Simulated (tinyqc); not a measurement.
From isolated dopants to a band: overlap of hydrogenic dopants: pairs, impurity band and the Mott density.

Ry* = Ry m/eps^2, aB = a0 eps/m. For 1s orbitals a distance rho = R/aB apart, in Ry*: overlap S = exp(-rho)(1 + rho + rho^2/3), J = (2/rho)(1 - (1 + rho) exp(-2 rho)) (attraction to the other ion), Kx = 2 (1 + rho) exp(-rho) (exchange of one electron). One electron on a pair has E = -1 - (J +/- Kx)/(1 +/- S), without the repulsion 2/rho of the ions. Hopping after orthogonalisation: t = (Kx - S J)/(1 - S^2), half the splitting. Dopants on a lattice with z neighbours, n = (3 sqrt3/4)/R^3 (bcc), give a band of width B = 2 z t, as on any lattice of two interpenetrating sublattices. Valleys, central cells and disorder are left out.

Constants: Ry = 13.60569312 eV; a0 (Bohr radius) = 0.5291772105 angstrom.

Parameters, chosen for this exercise (an isotropic mass and dielectric constant of the size used for donors in GaAs; shifted at random, so the results belong to these values and not to a real crystal): m = 0.066 m0 (mass); eps = 13.3 (dielectric constant); z = 8 (neighbours in the dopant lattice); u = 0.945 Ry* (cost of a second electron on one dopant).

The distance R/aB is varied; density from the lattice formula.

Against distance:
```
R/aB  n (1/cm^3)  n^(1/3) aB       S  t (meV)  B (meV)    B/u
10.0    1.07e+15       0.109  0.0020   0.0030    0.048  0.010
8.0     2.09e+15       0.136  0.0102   0.0177    0.284  0.059
6.0     4.96e+15       0.182  0.0471   0.0967    1.547  0.322
5.0     8.57e+15       0.218  0.0966   0.2164    3.463  0.722
4.5     1.18e+16       0.242  0.1361   0.3194    5.111  1.065
4.0     1.67e+16       0.273  0.1893   0.4669    7.471  1.557
3.5     2.50e+16       0.312  0.2592   0.6763   10.821  2.256
3.0     3.97e+16       0.364  0.3485   0.9723   15.556  3.243
```

Give the missing row, R/aB = 7.0.

Computed row:
```
R/aB  n (1/cm^3)  n^(1/3) aB       S  t (meV)  B (meV)    B/u
7.0     3.12e+15       0.156  0.0222   0.0419    0.670  0.140
```

critical densities (1/cm^3): B = u 1.11e+16, B = (2/sqrt3) u 1.26e+16, n^(1/3) aB = 0.26 1.45e+16

From R = 10 to 5 aB the density rises eightfold and the band widens by a factor 72, since t falls about as R exp(-R/aB). B passes u at 1.1e+16/cm^3, n^(1/3) aB = 0.238; the screening rule gives a density 1.30 times that. An ordered lattice overstates the ease of conduction, as random spacing localises the tails, and below R = 4 aB (S above 0.19) nearest-neighbour hopping alone is no longer enough.

tinyqc: `OMP_NUM_THREADS=1 python tinyqc.py 1450694 1450695 out.jsonl`; about 0.01 s, one thread, shared Intel(R) Xeon(R) Processor @ 2.30GHz.
